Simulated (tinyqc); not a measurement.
Worked calculation: electrons shared among three sets of ellipsoidal valleys. Values are carried at full precision from step to step, so a last printed digit may differ when a step is redone from the rounded ones.

Constants: hbar^2/2m0 = 3.80998211 eV angstrom^2; kB = 8.617333262e-05 eV/K.

Parameters, chosen for this exercise (masses and offsets near those of GaAs; mobilities are free inputs, held fixed; not measured data): ml = (0.064, 1.844, 1.346) m0 (longitudinal masses of Gamma, L, X); mt = (0.064, 0.0779, 0.2288) m0 (transverse masses); M = (1, 4, 3) (valleys in each set); T = 300 K; dE = (0, 0.358, 0.469) eV (edges of Gamma, L, X above the first); n = 1.6e+17 1/cm^3 (total electron density); mu = (9300, 770, 290) cm^2/(V s) (mobility of each set).

## Masses of each set

One valley: m_d = (ml mt^2)^(1/3). Whole set: m_de = M^(2/3) m_d. Mean over three axes: 1/m_c = (1/ml + 2/mt)/3. Anisotropy K = ml/mt.

m_d, m_de, m_c (m0) and K of each set:
```
set       m_d    m_de     m_c      K
Gamma  0.0640  0.0640  0.0640   1.00
L      0.2237  0.5636  0.1144  23.67
X      0.4130  0.8591  0.3163   5.88
```

m_de/m_c is 1.00 for Gamma, 4.93 for L, 2.72 for X: many anisotropic valleys give many states at a light conductivity mass. m_c is the mean over three axes; a set that holds only some of the equivalent valleys conducts with a mass that depends on direction.

## Effective densities of states

N_i = M_i times N = 2 (m kB T/(4 pi c))^(3/2) with c = hbar^2/2m0, in 1/angstrom^3; times 1e24 for 1/cm^3, with m = (ml mt^2)^(1/3).

kT = 0.025852 eV

N_i (1/cm^3): Gamma 4.0630e+17, L 1.0618e+19, X 1.9984e+19

## Fermi level and populations

F_j(eta) = (1/Gamma(j + 1)) integral_0^infinity x^j dx/(1 + exp(x - eta)), which tends to exp(eta) for eta << 0.

Solve n = sum_i N_i F_1/2((EF - dE_i)/kT), energies from the edge of the first set.

EF = -0.0205 eV

eta_i: Gamma -0.79, L -14.64, X -18.94

n_i (1/cm^3): Gamma 1.60e+17, L 4.65e+12, X 1.19e+11

shares: Gamma 1.0000, L 0.0000, X 0.0000

Gamma holds most electrons (100.0 %). Boltzmann weights N_i exp(-dE_i/kT) would give L a share of 0.0000.

## Drift and Hall mobility of the mixture

With f_i the shares, mu_drift = sum f_i mu_i; low-field Hall mobility mu_H = sum f_i mu_i^2/mu_drift (scattering and anisotropy factors set to 1); the Hall density is n mu_drift/mu_H; rho = 1/(e n mu_drift), e = 1.602176634e-19 C.

mu_drift = 9300 cm^2/(V s)
mu_H = 9300 cm^2/(V s)
Hall density = 1.60e+17 1/cm^3
rho = 0.00419 ohm cm

A Hall measurement would read 100.0 % of the true density.

## Checks

- Share of L at n = 1e10 1/cm^3 against the Boltzmann weight: both 2.530e-05.

(tinyqc, `OMP_NUM_THREADS=1 python tinyqc.py 1651877 1651878 out.jsonl`, Intel(R) Xeon(R) Processor @ 2.30GHz, 1 thread, shared host, about 0.02 s.)
